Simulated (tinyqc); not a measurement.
p-i-n power rectifier, conductivity modulation at high injection: one step of the calculation.

A drift layer from x = -d to d (2 d = W) between ideal p+ and n+ emitters (no recombination in them). High injection, n = p, ambipolar diffusion with one lifetime; both mobilities scale as (T/300 K)^(-bt).

Problem. Drift layer. Triangular field at breakdown with Ec = Kc N^(1/8): BV = eps0 eps_r Ec^2/(2 q N), so N = (eps0 eps_r Kc^2/(2 q BV))^(4/3); W = 2 BV/Ec; mu = mud (T/300 K)^(-bt); rho = 1/(q mu N); ideal resistance rho W.

Inputs (values chosen for the exercise); bulk values close to those of 4H silicon carbide: temperature T = 350 K; relative permittivity eps_r = 9.98; critical-field constant Kc = 23500 V/cm per (cm^-3)^(1/8); rated breakdown voltage of the drift layer BV = 6600 V; drift mobility at 300 K mud = 822 cm^2/(V s); temperature exponent of the drift mobility bt = 2.2.

Constants: q = 1.602176634e-19 C, eps0 = 8.8541878128e-14 F/cm where lengths are in cm. Results are converted to the units shown.

Wanted: N; Ec; W; mu; rho; ideal resistance.

Solution.

N = 1.4153e15 cm^-3
Ec = 1.8404 MV/cm
W = 71.722 um
mu = 585.58 cm^2/(V s)
rho = 7.5311 ohm cm
ideal resistance = 54.015 mohm cm^2

tinyqc, about 0.01 s, one thread, Intel Xeon 2.30GHz (shared host): `OMP_NUM_THREADS=1 python tinyqc.py 2230044 2230045 out.jsonl`
